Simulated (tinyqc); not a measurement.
From results back to parameters: thresholds of impact ionisation and Auger recombination from band masses. Two cases, with inputs chosen for the exercise.

Problem. For parabolic bands the thresholds of impact ionisation are Eg (1 + 2 mu)/(1 + mu) for electrons and Eg (2 + mu)/(1 + mu) for heavy holes, mu = me/mh. Both are given.

Find: Eg; mu.

Method. The sum is 3 Eg; mu = (E_e - Eg)/(2 Eg - E_e).

Case 1.

thresholds for electrons and holes (eV): 1.713345  2.900655

Solution.

Eg = 1.538 eV
mu = 0.1287

Case 2.

thresholds for electrons and holes (eV): 1.847557  2.982443

Solution.

Eg = 1.610 eV
mu = 0.1731

Computed by tinyqc, one run a case: `OMP_NUM_THREADS=1 python tinyqc.py N N+1 out.jsonl` with N = 1850010, 1850068; one thread of a shared Intel(R) Xeon(R) Processor @ 2.30GHz, about 0.01 s a run at most.
